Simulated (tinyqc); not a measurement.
# Energy and delay of logic against supply voltage: what changes with what

One expression serves below and above threshold: I(Vg) = Ik [ln(1 + exp((Vg - VT + dd V)/(al nf Vt)))]^al, with I_on = I(V) and I_off = I(0). Gate delay td = kd C V/I_on, clock period LD td. Per gate and cycle the switching energy is act C V^2 and the leakage energy I_off V LD td. No short-circuit current, no variation. Minima are sought above 0.09 V; below a few Vt gates no longer switch and the model has no meaning.

Parameters, values chosen for the exercise; values of the order met in logic technologies:
- T = 378 K (temperature)
- VT = 0.34 V (threshold voltage at zero drain bias)
- nf = 1.2 (slope factor)
- dd = 0.05 (barrier lowering per volt of supply)
- Ik = 0.31 uA (specific current of a gate)
- al = 1.4 (exponent of the current law)
- C = 3.1 fF (load capacitance of a gate)
- kd = 0.7 (delay factor)
- LD = 20 (logic depth)
- act = 0.05 (activity factor)

Constants: q = 1.602176634e-19 C, kB = 1.380649e-23 J/K, Vt = kB T/q. Results are converted to the units shown.

Each table varies one quantity; the others keep the values above.

## Energy and delay against supply voltage

EDP = energy times td.

Energy and delay against supply voltage:
```
V (V)	I_on (uA)	I_off (nA)	td (ps)	switching (aJ)	leakage (aJ)	energy (aJ)	EDP (fJ ps)
0.15	0.002838	0.06257	1.147e5	3.487	21.53	25.02	2869
0.27	0.05870	0.07294	9981	11.30	3.931	15.23	152.0
0.38	0.4822	0.08394	1710	22.38	1.091	23.47	40.14
0.5	1.730	0.09785	627.3	38.75	0.6138	39.36	24.69
0.62	3.533	0.1141	380.8	59.58	0.5386	60.12	22.89
0.73	5.493	0.1313	288.4	82.60	0.5526	83.15	23.98
0.85	7.892	0.1530	233.7	112.0	0.6078	112.6	26.32
0.97	10.52	0.1783	200.1	145.8	0.6920	146.5	29.31
1.08	13.11	0.2052	178.7	180.8	0.7921	181.6	32.46
1.2	16.11	0.2391	161.6	223.2	0.9273	224.1	36.22
```

What does the comparison show, and why?

td falls from 1.15e5 to 162 ps; the energy goes from 25.0 through a minimum of 15.2 (at V = 0.27 V among the rows listed) to 224 aJ and the EDP goes from 2870 through a minimum of 22.9 (at V = 0.62 V among the rows listed) to 36.2 fJ ps. The exact minima lie at V = 0.251 V for the energy and 0.608 V for the EDP. Going from 1.2 V to the energy minimum saves a factor of 15.0 in energy and costs a factor of 90.7 in delay. Below the minimum the leakage energy rises faster than the switching energy falls, because the clock period grows so steeply.

## Optimum supplies against the threshold voltage at zero drain bias

Same model as above.

V_min minimises the energy and V_EDP the product of energy and td.

Optimum supplies against the threshold voltage at zero drain bias:
```
VT (V)	V_min (V)	energy at V_min (aJ)	leakage share (%)	clock at V_min (MHz)	V_EDP (V)	clock at V_EDP (GHz)
0.2	0.2432	23.07	60.27	43.39	0.4257	0.1388
0.25	0.2483	17.92	46.69	20.90	0.4706	0.1236
0.3	0.2500	15.75	38.50	8.141	0.5413	0.1225
0.35	0.2507	14.84	34.34	2.712	0.6255	0.1277
0.4	0.2511	14.47	32.46	0.8213	0.7139	0.1343
0.45	0.2512	14.31	31.66	0.2371	0.8032	0.1407
0.5	0.2513	14.25	31.33	0.06698	0.8926	0.1468
0.55	0.2513	14.23	31.19	0.01876	0.9820	0.1526
```

What does the table show?

As VT goes from 0.2 to 0.55, V_min rises from 0.243 to 0.251 V, the energy there falls from 23.1 to 14.2 aJ, the clock there falls from 43.4 to 0.0188 MHz and V_EDP rises from 0.426 to 0.982 V. V_min lies below VT for VT = 0.25, 0.3, 0.35, 0.4, 0.45, 0.5, 0.55 V. As VT grows, I_on too becomes a subthreshold current, VT cancels more and more from the energy, and it mainly sets the clock.

Numbers from tinyqc (`OMP_NUM_THREADS=1 python tinyqc.py 2082161 2082162 out.jsonl`; about 0.01 s on one thread of a shared Intel Xeon 2.30GHz).
